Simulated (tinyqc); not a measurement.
# MOSFET in the linear regime without short-channel effects, parameter extraction from computed curves: effects of single changes

Inversion charge Q = Cox n Vt W0(exp((Vg - VT)/(n Vt))), W0 the Lambert function and n = nf; u = Q/Cox; mobility mu = mu0/(1 + th1 u + th2 u^2); channel resistance Rch = (L - dL)/(W mu Q); Id = Vd/(Rch + Rsd/W). Cox = eps0 eox/tox. Small Vd, no channel-length or drain effects.

Parameters, values chosen for the exercise; channel values of the order met in silicon transistors:
```
symbol,value,unit,meaning
T,400,K,temperature
eox,3.9,,relative permittivity of the gate insulator (close to silicon dioxide)
tox,3.8,nm,insulator thickness
mu0,130,cm^2/(V s),low-field mobility
th1,0.19,1/V,first mobility attenuation factor
th2,0,1/V^2,second mobility attenuation factor
VT,0.48,V,threshold voltage
nf,1.33,,body factor
W,10,um,gate width
L,0.89,um,drawn gate length
dL,0.005,um,drawn less effective length
Rsd,190,ohm um,source plus drain resistance
Vd,0.025,V,drain voltage
```

Constants: q = 1.602176634e-19 C, kB = 1.380649e-23 J/K, Vt = kB T/q, eps0 = 8.8541878128e-14 F/cm where lengths are in cm. Results are converted to the units shown.

Each table varies one quantity; the others keep the values above.

## Extraction methods against the second mobility attenuation factor

From the continuous curve Id(Vg): tangent at peak gm (V_ext = Vg - Id/gm); constant current Id = 0.1 uA W/L; peak of d2Id/dVg2; Y = Id/sqrt(gm) drawn through Vg = VT + 0.6 and VT + 0.8 V, with intercept VT_Y and slope s. Mobilities gm,max L/(W Cox Vd) and s^2 L/(W Cox Vd) with the drawn L. Last column: share of Rsd/W in the total resistance at VT + 0.8 V.

Extraction methods against the second mobility attenuation factor:
columns A: th2 (1/V^2); B: V_ext (V); C: constant current (V); D: second derivative (V); E: VT_Y (V); F: mobility from gm (cm^2/(V s)); G: mobility from Y (cm^2/(V s)); H: series share (%)
```
A         B      C      D      E     F    G     H
0     0.498  0.500  0.469  0.526   100  112  1.50
0.06  0.494  0.500  0.468  0.540  98.6  120  1.46
0.12  0.491  0.500  0.468  0.553  97.4  128  1.43
0.18  0.489  0.500  0.468  0.567  96.3  137  1.40
0.24  0.487  0.500  0.468  0.580  95.4  147  1.37
0.3   0.485  0.500  0.468  0.594  94.6  157  1.34
0.36  0.484  0.500  0.468  0.607  93.8  169  1.31
```

The model has VT = 0.48 V and mu0 = 130 cm^2/(V s). Over the table the extracted thresholds move by 14 mV (tangent), under 0.5 mV (constant current), under 0.5 mV (second derivative), 81 mV (Y function). The mobility from gm falls from 100 to 93.8 and that from Y rises from 112 to 169 cm^2/(V s).

## Extraction methods against the drawn gate length

Same model as above.

Extraction methods against the drawn gate length:
columns A: L (um); B: V_ext (V); C: constant current (V); D: second derivative (V); E: VT_Y (V); F: mobility from gm (cm^2/(V s)); G: mobility from Y (cm^2/(V s)); H: series share (%)
```
A          B      C      D      E     F    G      H
0.03   0.457  0.488  0.459  0.526  88.5  134   35.0
0.062  0.473  0.495  0.464  0.526  92.3  122   19.1
0.13   0.485  0.498  0.467  0.526  95.8  116   9.72
0.27   0.492  0.499  0.468  0.526  98.1  114   4.83
0.56   0.496  0.500  0.468  0.526  99.5  113   2.37
1.2    0.499  0.500  0.469  0.526   100  112   1.11
2.4    0.500  0.500  0.469  0.526   101  112  0.559
5      0.501  0.500  0.469  0.526   101  112  0.269
```

The model has VT = 0.48 V and mu0 = 130 cm^2/(V s). Over the table the extracted thresholds move by 43 mV (tangent), 12 mV (constant current), 9.5 mV (second derivative), under 0.5 mV (Y function). The mobility from gm rises from 88.5 to 101 and that from Y falls from 134 to 112 cm^2/(V s).

tinyqc, about 0.01 s, one thread, Intel Xeon 2.30GHz (shared host): `OMP_NUM_THREADS=1 python tinyqc.py 2210164 2210165 out.jsonl`
